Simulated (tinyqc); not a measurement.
Rigid-ion and shell models of the dielectric response of an ionic crystal. Inputs raised by 5 %, one at a time. Computed by tinyqc, a small Python program. Command: `OMP_NUM_THREADS=1 python tinyqc.py 3001509 3001510 out.jsonl shell sens`. One thread of a shared host (Intel(R) Xeon(R) Processor @ 2.30GHz), about 0.01 s of CPU time with the checks.

Charges +Z and -Z; 8 nearest neighbours, Madelung constant M = 1.762675, volume per ion pair Omega = 1.539601 d^3. Energy per pair U = -M Z^2 e2/d + 8 A exp(-d/rho), e2 = e^2/(4 pi eps_0). In the shell model the anion is a core of charge Y - Z and a massless shell of charge -Y, joined by the spring k; the repulsion acts on the shell. Each ion feels the Lorentz field E + (4 pi/3) P (Gaussian units).

Inputs (values chosen for the exercise, for a model crystal):
```
quantity                        value           unit
nearest-neighbour distance d     2.26       angstrom
ionic charge Z                   1.47              e
hardness d/rho                     12              -
cation mass                      84.4              u
anion mass                     14.007              u
shell charge size Y              3.32              e
core-shell spring k               103  eV/angstrom^2
cation polarisability alpha_+     0.4     angstrom^3
film thickness t                  5.6             nm
```

Structure: caesium chloride.

Constants: e^2/(4 pi eps_0) = 14.39964548 eV angstrom; 1 eV/angstrom^3 = 160.2176634 GPa; nu for 1 eV/(angstrom^2 u) = 15.6333042 THz; 1 THz = 33.35640952 1/cm; eps_0 = 8.8541878128e-12 F/m; h x 1 THz = 4.135667696 meV.

Method:
- Zero pressure fixes 8 A exp(-d/rho) = M Z^2 e2 rho/d^2. Then U = -(M Z^2 e2/d)(1 - rho/d), B = M Z^2 e2 (d/rho - 2)/(9 Omega d), and the spring of one sublattice against the other is R = (1/3) x (Laplacian of the repulsion summed over neighbours) = M Z^2 e2 (d/rho - 2)/(3 d^3), so R = 3 B Omega/d^2.
- Eliminating the shell gives the anion polarisability alpha_- = Y^2 e2/(k + R), the Szigeti charge Z_S = Z - Y R/(k + R) and the softened spring R' = k R/(k + R). With b = 4 pi (alpha_+ + alpha_-)/(3 Omega): eps_inf = (1 + 2b)/(1 - b) (Clausius-Mossotti); Born charge Z* = Z_S (eps_inf + 2)/3.
- mu lambda_TO = R' - (4 pi e2/(3 Omega)) Z_S^2/(1 - b); mu lambda_LO = mu lambda_TO + 4 pi e2 Z*^2/(eps_inf Omega); eps_s = eps_inf lambda_LO/lambda_TO.
- lambda in eV/(angstrom^2 u) gives the wavenumber 15.6333042 x 33.35640952 x sqrt(lambda); mu is the reduced mass.
- Capacitance per area eps_0 eps_s/t; equivalent oxide thickness EOT = t x 3.9/eps_s; the surface optical mode against silicon (eps = 11.7) lies at omega_TO sqrt[(eps_s + 11.7)/(eps_inf + 11.7)], and its squared coupling to channel electrons scales as g = hbar omega_SO [1/(11.7 + eps_inf) - 1/(11.7 + eps_s)], with hbar omega = h c x wavenumber.

Runs:
```
input moved                                 from      to  eps_s  omega_TO (1/cm)  bulk modulus B (GPa)  remote-phonon coupling g (meV)
base run                                       -       -  7.094            416.5                 243.1                          0.8424
nearest-neighbour distance d (angstrom)     2.26   2.373  6.378            390.6                 200.0                          0.7736
ionic charge Z (e)                          1.47  1.5435  6.858            438.5                 268.0                          0.8514
hardness d/rho                                12    12.6  6.424            442.8                 257.7                          0.7666
shell charge size Y (e)                     3.32   3.486  7.717            414.4                 243.1                          0.8663
core-shell spring k (eV/angstrom^2)          103  108.15  6.948            416.6                 243.1                          0.8478
cation polarisability alpha_+ (angstrom^3)   0.4    0.42  7.226            415.2                 243.1                          0.8522
film thickness t (nm)                        5.6    5.88  7.094            416.5                 243.1                          0.8424
```

Exponents ln(y'/y) / ln(x'/x):
```
input                           eps_s  omega_TO  bulk modulus B  remote-phonon coupling g
nearest-neighbour distance d   -2.181    -1.315          -4.000                    -1.745
ionic charge Z                 -0.693     1.057           2.000                     0.217
hardness d/rho                 -2.031     1.256           1.194                    -1.933
shell charge size Y             1.725    -0.103           0.000                     0.575
core-shell spring k            -0.425     0.006           0.000                     0.132
cation polarisability alpha_+   0.377    -0.065           0.000                     0.237
film thickness t                0.000     0.000           0.000                     0.000
```

To which inputs is each result most sensitive?

Among the inputs moved here: eps_s answers most in size to nearest-neighbour distance d (exponent -2.181), next to hardness d/rho (-2.031); its exponent is below 0.0005 for film thickness t. omega_TO answers most in size to nearest-neighbour distance d (exponent -1.315), next to hardness d/rho (+1.256); its exponent is below 0.0005 for film thickness t. Bulk modulus B answers most in size to nearest-neighbour distance d (exponent -4.000), next to ionic charge Z (+2.000); its exponent is below 0.0005 for shell charge size Y, core-shell spring k, cation polarisability alpha_+, film thickness t. Its exponent -4.000 in nearest-neighbour distance d: B is an energy ~ 1/d over a volume ~ d^3. Its exponent +2.000 in ionic charge Z: both the Coulomb energy and the repulsion that balances it scale as Z^2. Remote-phonon coupling g answers most in size to hardness d/rho (exponent -1.933), next to nearest-neighbour distance d (-1.745); its exponent is below 0.0005 for film thickness t.
